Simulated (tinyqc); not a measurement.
Bandgap voltage reference from two bipolar transistors: output against temperature.

Two transistors of area 1 and N carry the same current I. Is(T) = Is (T/T0)^eta exp[(Vg0 q/kB)(1/T0 - 1/T)], VBE1 = Vt ln(I/Is(T)) + I rb, VBE2 = Vt ln(I/(N Is(T))) + I rb/N. The amplifier forces I R1(T) = VBE1 - VBE2 + Vos, with R(T) = R (1 + tc (T - T0)) for both resistors, and the output is Vref = VBE1 + I R2(T). Base currents and the Early effect are neglected.

Vt = kB T/q; I = (Vt ln N + Vos)/(R1(T) - rb (1 - 1/N)).

Values chosen for this exercise; values of the order met in silicon bipolar transistors:

| symbol | value | unit | meaning |
|---|---|---|---|
| T0 | 298 | K | reference temperature |
| Vg0 | 1.183 | V | band-gap voltage extrapolated to 0 K |
| eta | 4 |  | temperature exponent of the saturation current |
| Is | 3.7e-18 | A | saturation current of the unit transistor at T0 |
| N | 8 |  | area ratio of the second transistor |
| R1 | 29 | kohm | resistor across which the difference of VBE falls, at T0 |
| tc | 0 | ppm/K | temperature coefficient of both resistors |
| Vos | 0.3 | mV | offset of the amplifier |
| rb | 13 | ohm | series resistance of the unit transistor |
| R2 | 303.9 | kohm | output resistor at T0 |

Constants: q = 1.602176634e-19 C, kB = 1.380649e-23 J/K. Results are converted to the units shown.

Output against temperature:
```
T (K)  I (uA)  VBE1 (V)  I R2 (V)  Vref (V)  Vref - Vref(T0) (mV)  dVref/dT (uV/K)
218     1.358    0.8413    0.4127     1.254               -0.7660            52.08
233     1.451    0.8138    0.4408     1.255               -0.1152            34.88
253     1.574    0.7767    0.4784     1.255                0.3666            13.59
273     1.698    0.7392    0.5160     1.255                0.4392           -6.078
298     1.852    0.6918    0.5630     1.255                     0           -28.73
323     2.007    0.6439    0.6099     1.254               -0.9821           -49.56
348     2.162    0.5954    0.6569     1.252                -2.465           -68.83
373     2.316    0.5465    0.7038     1.250                -4.412           -86.76
398     2.471    0.4972    0.7508     1.248                -6.793           -103.5
423     2.625    0.4474    0.7978     1.245                -9.581           -119.3
```

VBE1 falls by 1.92 mV/K on average and I R2 rises by 1.88 mV/K. The slope of Vref vanishes at T = 267 K. Between 233 and 398 K Vref spans 7.25 mV, or 35.1 ppm/K by the box method (span over the average over T, over 165 K).

Computed by the program tinyqc: `OMP_NUM_THREADS=1 python tinyqc.py 2062124 2062125 out.jsonl`, one thread of a shared Intel Xeon 2.30GHz, about 0.03 s for the whole run.
